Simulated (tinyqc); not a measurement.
Inside a calculation: thin-film optics by transfer matrices. Values are carried at full precision from step to step, so a last printed digit may differ when a step is redone from the rounded ones.

Indices N = n + i k. Snell: N0 sin(theta) = N_j sin(theta_j), with Im(N_j cos theta_j) >= 0. Admittance y_j = N_j cos theta_j for s and N_j/cos theta_j for p. Phase delta_j = 2 pi N_j cos theta_j d_j/lambda. Layer matrix [[cos delta, -i sin delta/y], [-i y sin delta, cos delta]], multiplied from the top down to M. (B, C) = M (1, y_sub); r = (y0 B - C)/(y0 B + C), R = |r|^2, T = 4 Re y0 Re y_sub/|y0 B + C|^2, absorbed in the films 1 - R - T.

Values chosen for the exercise (indices near those of Si3N4 on Si; the results hold for these values, not for the real material):

| symbol | value | unit | meaning |
|---|---|---|---|
| lam | 365 | nm | vacuum wavelength |
| n0 | 1 |  | ambient index |
| n | (2.06, 6.517) |  | n of Si3N4, substrate |
| k | (0, 2.794) |  | k in the same order |
| d | (86.4) | nm | thicknesses, top first |
| theta | 0 | degrees | angle of incidence |
| pol | s |  | polarisation |

## Angles, admittances and phases

Form cos theta_j, y_j and delta_j.

cos theta_j: ambient 1.0000, film 1 1.0000, substrate 1.0000

y_j: ambient 1.0000, film 1 2.0600, substrate 6.5170+2.7940i

delta_j (rad): film 1 3.0639

## Layer matrices and their product

Form each matrix and multiply from the top down.

M:
```
          1         2
1   -0.9970  -0.0377i
2  -0.1600i   -0.9970
```

Each matrix has determinant 1, and so has M.

## Reflection and transmission

Close the stack on the substrate.

B, C: -0.8916-0.2457i  -6.4973-2.9455i

r = -0.7724-0.0318i
R = 0.5976
T into the substrate = 0.4024
absorbed in the films = 0.0000

The bare substrate would reflect 0.5947.

## Checks

- R against the recursion of Airy sums from the substrate up: both 0.59760.

Computed by tinyqc, a small Python program: `OMP_NUM_THREADS=1 python tinyqc.py 1651923 1651924 out.jsonl` (the numbers bound the seed that draws the inputs); one thread of a shared host (Intel(R) Xeon(R) Processor @ 2.30GHz), about 0.02 s for the whole set of steps.
